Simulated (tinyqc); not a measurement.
## One-dimensional ballistic tunnel FET, two-band WKB: effect of temperature

A p-type source for x < 0 with its Fermi level at 0 and its valence edge at ds; in the channel the bands fall as D exp(-x/lam) towards their flat values, with the conduction edge at Ec = ds - dP and D = dP + Eg. The gate moves dP one to one. The drain Fermi level lies at -Vd and the drain side reflects nothing. For w = E - Ec between 0 and dP an electron crosses the gap. Two-band dispersion with equal masses m: inside the gap kappa = sqrt(m u (1 - u/Eg)/C), u the distance from a band edge, C = hbar^2/(2 m0).

S(w) = 2 lam int_0^Eg kappa(u) du/(w + Eg - u) = 2 pi lam sqrt(m/(C Eg)) [w + Eg/2 - sqrt(w (w + Eg))], T(w) = exp(-S). I = g (2 q^2/h) int_0^dP T(w) [f(E) - f(E + Vd)] dw, E = ds - dP + w, f(x) = 1/(1 + exp(x/Vt)). Swing = d(dP)/d(log10 I).

Values chosen for this exercise; band and dielectric values those of a made-up semiconductor:
- Eg = 0.449 eV (band gap)
- m = 0.02 m0 (band-edge mass of the two-band model)
- lam = 4.1 nm (screening length of the source junction)
- ds = 0.09 eV (source valence edge above the source Fermi level)
- Vd = 0.1 V (drain bias)
- g = 1 (number of degenerate subbands (spin apart))
- dP = 0.21 eV (tunnelling window Ev(source) - Ec(channel))

Constants: q = 1.602176634e-19 C, kB = 1.380649e-23 J/K, hbar = 1.054571817e-34 J s, h = 6.62607015e-34 J s, m0 = 9.1093837015e-31 kg, Vt = kB T/q, hbar^2/(2 m0) = 0.0380998212 eV nm^2. Results are converted to the units shown.

Effect of temperature:

| T (K) | I (uA) | swing (mV/decade) | Vt ln 10 (mV/decade) |
|---|---|---|---|
| 77 | 0.4352 | 158.0 | 15.28 |
| 150 | 0.4386 | 162.2 | 29.76 |
| 200 | 0.4419 | 167.0 | 39.68 |
| 250 | 0.4447 | 172.6 | 49.61 |
| 300 | 0.4458 | 178.4 | 59.53 |
| 350 | 0.4446 | 184.0 | 69.45 |
| 400 | 0.4411 | 189.3 | 79.37 |

What does the comparison show?

I goes from 0.435 through a maximum of 0.446 (at T = 300 K among the rows listed) to 0.441 uA, and the swing rises from 158 to 189 mV/decade, while the thermionic limit rises from 15.3 to 79.4 mV/decade. Gap and mass are held fixed. In every row S at w = dP is below 2, where a WKB prefactor of 1 is a rough guess.

Program tinyqc, `OMP_NUM_THREADS=1 python tinyqc.py 2620009 2620010 out.jsonl`; Intel Xeon 2.30GHz, shared host, one thread, about 0.01 s.
